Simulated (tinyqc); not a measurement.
Tight binding, kagome lattice, step by step. Computed by tinyqc, a small Python program that keeps every step. Settings: t1 = 1.88, t2 = 0.81, delta = 0, bands filled = 1. Command: `OMP_NUM_THREADS=1 python tinyqc.py 23155 23156 out.jsonl` (the two numbers bound the seeds that draw the settings). One thread of a shared host (Intel(R) Xeon(R) Processor @ 2.60GHz), about 0.01 s of CPU time with the checks.

## Bloch Hamiltonian at k

Parameters chosen for this model:
```
parameter     value                unit
t1         1.880000    eV, up triangles
t2         0.810000  eV, down triangles
delta             0        eV on site C
```

k point k (fractions of the reciprocal vectors): -0.3000  -0.1700

H_AB = -t1 - t2 exp(-i k.a1), H_AC = -t1 - t2 exp(-i k.a2), H_BC = -t1 - t2 exp(i k.(a1 - a2)), H_CC = delta.

H(k) at k (eV):
```
                 A                B                C
A           0.0000  -1.6297-0.7704i  -2.2702-0.7098i
B  -1.6297+0.7704i           0.0000  -2.4345+0.5905i
C  -2.2702+0.7098i  -2.4345-0.5905i           0.0000
```

## Levels at k

Diagonalise the Hermitian matrix.

eigenvalues (eV): -4.4684  1.7784  2.6900

weights |c|^2 of the basis functions:
```
   band 1  band 2  band 3
A  0.3062  0.5466  0.1472
B  0.3200  0.4382  0.2419
C  0.3738  0.0152  0.6109
```

## Bloch Hamiltonian at K

k point K (fractions of the reciprocal vectors): 0.3333  0.6667

As before.

H(k) at K (eV):
```
                 A                B                C
A           0.0000  -1.4750+0.7015i  -1.4750-0.7015i
B  -1.4750-0.7015i           0.0000  -1.4750+0.7015i
C  -1.4750+0.7015i  -1.4750-0.7015i           0.0000
```

## Levels at K

As before.

eigenvalues (eV): -2.9500  0.2600  2.6900

weights |c|^2 of the basis functions:
```
   band 1  band 2  band 3
A  0.3333  0.3333  0.3333
B  0.3333  0.3333  0.3333
C  0.3333  0.3333  0.3333
```

## Bands along a path

The same steps at evenly spaced points between the labelled ones.

Bands along the path (eV):
```
k           band 1  band 2  band 3
G          -5.3800  2.6900  2.6900
G-K 0.25   -5.0789  2.3889  2.6900
G-K 0.50   -4.2890  1.5990  2.6900
G-K 0.75   -3.3696  0.6796  2.6900
K          -2.9500  0.2600  2.6900
K-M 0.25   -3.0294  0.3394  2.6900
K-M 0.50   -3.1868  0.4968  2.6900
K-M 0.75   -3.3194  0.6294  2.6900
M          -3.3696  0.6796  2.6900
M-K' 0.25  -3.3194  0.6294  2.6900
M-K' 0.50  -3.1868  0.4968  2.6900
M-K' 0.75  -3.0294  0.3394  2.6900
K'         -2.9500  0.2600  2.6900
```

With 1 band(s) filled, the highest filled level on these points lies at K and the lowest empty one at K: a gap of 3.2100 eV, direct.
